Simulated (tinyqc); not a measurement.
Phase shift across the band: Koster-Slater impurity in a tight-binding band, by Green functions and by supercells. Computed by tinyqc, a small Python program. Command: `OMP_NUM_THREADS=1 python tinyqc.py 3013842 3013843 out.jsonl kosterslater walk`. One thread of a shared host (Intel(R) Xeon(R) Processor @ 2.30GHz), about 0.04 s of CPU time with the checks.

One orbital per site, e(k) = -2 t sum cos(k_i) over 2 direction(s), band from -4 t to 4 t, lattice constant 1. One site has the extra energy U. Spin is left out.

Inputs (values chosen for the exercise, for a model band): hopping t = 0.85 eV; impurity potential U = -2.18 eV; broadening eta = 0.085 eV.

Lattice: square.

Method:
- Outside the band G0(E) = (2/(pi E)) K(m), m = 16 t^2/E^2, K the complete elliptic integral with parameter m.
- A bound state solves 1/U = G0(E).
- Bisection in ln(distance from the edge) between 1e-5 t and |U| + t. Weight on the impurity site: -1/(U^2 dG0/dE), by a central difference with step min(1e-4 t, distance/30). Decay length along an axis: 1/arccosh(1 + distance/(2 t)).
- Inside the band G0(z), z = E + i eta, comes from the chain form 1/(sqrt(y - 2t) sqrt(y + 2t)) (principal roots) at y = z + 2 t cos k, averaged over k in (0, pi) with 200 Gauss-Legendre points.
- delta/pi = -arg(1 - U G0)/pi counts the states added below E (Friedel); host DOS = -Im G0/pi, DOS on the impurity = -Im[G0/(1 - U G0)]/pi; 13 evenly spaced energies from -(band edge + |U| + 2t) to +(band edge + |U| + 2t).

distance from the band edge = 0.182527 eV

level E_b = -3.58253 eV

Across the spectrum:

| E (eV) | Re G0 (1/eV) | host DOS (1/eV) | DOS on the impurity (1/eV) | delta/pi |
|---|---|---|---|---|
| -7.2800 | -0.14591 | 0.00062 | 0.00132 | 0.00197 |
| -6.0667 | -0.18067 | 0.00098 | 0.00267 | 0.00353 |
| -4.8533 | -0.24200 | 0.00194 | 0.00870 | 0.00897 |
| -3.6400 | -0.42523 | 0.01107 | 0.99948 | 0.25597 |
| -2.4267 | -0.34279 | 0.10816 | 0.17656 | 0.39535 |
| -1.2133 | -0.29196 | 0.14628 | 0.12879 | 0.38919 |
| 0.0000 | 0.00000 | 0.30245 | 0.05717 | 0.35683 |
| 1.2133 | 0.29196 | 0.14628 | 0.03973 | 0.17485 |
| 2.4267 | 0.34279 | 0.10816 | 0.03003 | 0.12764 |
| 3.6400 | 0.42523 | 0.01107 | 0.00298 | 0.01251 |
| 4.8533 | 0.24200 | 0.00194 | 0.00083 | 0.00277 |
| 6.0667 | 0.18067 | 0.00098 | 0.00051 | 0.00154 |
| 7.2800 | 0.14591 | 0.00062 | 0.00035 | 0.00102 |

What follows from these numbers?

delta/pi starts and ends near zero (+0.002 and +0.001): the impurity moves states but creates none. The level lies only 2.1 eta outside the band, so the broadening smears its step. delta/pi rises at the bound state below the band (-3.583 eV), reaches 0.40 among these rows (1 in the limit of small eta, just above the level) and is paid back by the top of the band.

Extremes, crossings and ranges named in words are read from the listed rows.
